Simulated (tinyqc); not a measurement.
What moves the results: deformation-potential model of the X valleys of a conduction band. A value that a table varies takes the place of the one given here.

Valleys with axes along x, y and z, one whole valley each. Herring-Vogt shift of a valley with unit axis a: dE = Xd tr(e) + Xu a.e.a. Non-degenerate shares n_i = exp(-dE_i/kT)/sum_j exp(-dE_j/kT). Inverse mass tensor of a valley: (1 - a a)/mt + a a/ml; the masses are taken as independent of strain.

s11 = (C11 + C12)/((C11 - C12)(C11 + 2 C12)), s12 = -C12/((C11 - C12)(C11 + 2 C12)), s44 = 1/C44; exx = s11 sxx + s12 (syy + szz) and cyclic, exy = s44 sxy/2; tension is positive. A uniaxial stress X along the unit vector n is s_ij = X n_i n_j. Biaxial (001) means sxx = syy = X.

Constants: kB = 8.617333262e-05 eV/K.

Inputs chosen for the exercise (near those of AlAs; shifted at random, so the results belong to these values and not to a real crystal): ml = 1.064 m0 (longitudinal mass); mt = 0.203 m0 (transverse mass); Xd = 0.9 eV (dilation potential); Xu = 5.75 eV (uniaxial potential); C11 = 125.6 GPa; C12 = 53.1 GPa; C44 = 53.7 GPa; load = biaxial (001) (kind of stress); T = 77 K (temperature); X1 = 1 GPa (size of the stress); X = -0.15 GPa (stress).

## Sweep of a biaxial (001) stress

m_c = 1/(u.M.u) along [100] with M = sum_i n_i (inverse mass tensor); gain against zero stress at a fixed scattering time.

Results:
```
X (GPa)  spread (meV)  lowest edge (meV)    n x    n y    n z  m_c (m0)  gain (%)
-2.00           158.6             -101.5  0.500  0.500  0.000    0.3410     -18.5
-1.00            79.3              -50.7  0.500  0.500  0.000    0.3409     -18.5
-0.40            31.7              -20.3  0.498  0.498  0.004    0.3400     -18.2
0.00              0.0                0.0  0.333  0.333  0.333    0.2780       0.0
0.40             31.7              -11.4  0.008  0.008  0.984    0.2044      36.0
1.00             79.3              -28.6  0.000  0.000  1.000    0.2030      36.9
2.00            158.6              -57.1  0.000  0.000  1.000    0.2030      36.9
```

Along [100] the gain is -18.5 % at -2.00 GPa and +36.9 % at 2.00 GPa. The slope at zero stress (from +/- 0.001 GPa), +147.2 % per GPa, carried to the ends would give -294 and +294 %; the response falls behind at both ends, as it saturates once the spread passes a few kT (kT = 6.6 meV, spread up to 159 meV).

## Gain for each load and current direction

Each load has the size X1. Gain m_c(0)/m_c - 1 in per cent from repopulation alone, m_c = 1/(u.M.u), M = sum_i n_i (inverse mass tensor); biaxial means sxx = syy.

Gain (%); + is tension, - compression:
```
load                [100]  [010]  [001]  [110]  [1-10]  [111]
uniaxial [110] (+)   36.7   36.7  -73.3   36.7    36.7    0.0
uniaxial [110] (-)  -18.4  -18.4   36.8  -18.4   -18.4    0.0
uniaxial [100] (+)   36.9  -18.5  -18.5    9.2     9.2    0.0
uniaxial [100] (-)  -73.9   36.9   36.9  -18.5   -18.5    0.0
uniaxial [111] (+)    0.0    0.0    0.0    0.0     0.0    0.0
uniaxial [111] (-)    0.0    0.0    0.0    0.0     0.0    0.0
biaxial (001) (+)    36.9   36.9  -73.9   36.9    36.9    0.0
biaxial (001) (-)   -18.5  -18.5   36.9  -18.5   -18.5    0.0
```

The largest gain is +36.9 %, for 8 entries alike, where the repopulation is complete; for a [110] channel it is +36.9 %, under biaxial (001) (+). No gain or loss appears under uniaxial [111]: the valleys stay equivalent (in real silicon shear also changes the masses, which this model leaves out).

## Temperature and repopulation

The load is fixed; m_c along [100] as 1/(u.M.u).

Results:
```
T (K)  kT (meV)    n x    n y    n z  m_c (m0)
50         4.31  0.485  0.485  0.031    0.3340
77         6.64  0.462  0.462  0.077    0.3240
150       12.93  0.417  0.417  0.166    0.3064
225       19.39  0.393  0.393  0.213    0.2978
300       25.85  0.380  0.380  0.240    0.2932
400       34.47  0.369  0.369  0.261    0.2895
500       43.09  0.362  0.362  0.275    0.2873
```

The largest share falls from 0.485 at 50 K to 0.362 at 500 K (equal shares: 0.333); m_c goes from 0.3340 to 0.2873, against 0.2780 without stress. Only spread/kT enters, so the small-stress response goes as 1/T.

## What each parameter does

Spread of the valley edges, lowest edge, largest share and m_c along [100]. Each row changes one parameter from the base and keeps the others.

Results:
```
case              spread (meV)  lowest edge (meV)  largest share  m_c (m0)
base                     11.90              -7.61         0.4616    0.3240
ml = 1.277 m0            11.90              -7.61         0.4616    0.3318
mt = 0.162 m0            11.90              -7.61         0.4616    0.2661
Xd = 1.08 eV             11.90              -7.84         0.4616    0.3240
Xu = 6.9 eV              14.28              -8.90         0.4725    0.3287
C11 = 150.72 GPa          8.84              -6.23         0.4417    0.3159
C12 = 63.72 GPa          13.94              -7.99         0.4712    0.3281
C44 = 64.44 GPa          11.90              -7.61         0.4616    0.3240
X = -0.12 GPa             9.52              -6.09         0.4468    0.3179
T = 61.6 K               11.90              -7.61         0.4748    0.3296
```

The largest shifts from the base row, up to three for each result and ties (the steps differ in size, so this ranks the rows, not the parameters). spread (meV): C11 -3.06, X -2.38, Xu +2.38; unchanged at the printed digits by ml, mt, Xd, C44 and T. lowest edge (meV): X +1.52, C11 +1.38, Xu -1.29; unchanged at the printed digits by ml, mt, C44 and T. largest share: C11 -0.0199, X -0.0148, T +0.0132; unchanged at the printed digits by ml, mt, Xd and C44. m_c (m0): mt -0.0579, C11 -0.0081, ml +0.0078; unchanged at the printed digits by Xd and C44. Xd moves all valleys together, so it shifts the edge and nothing else.

Run: tinyqc, `OMP_NUM_THREADS=1 python tinyqc.py 1051275 1051276 out.jsonl`; Intel(R) Xeon(R) Processor @ 2.30GHz, one thread, shared host; about 0.03 s of CPU time with all checks.
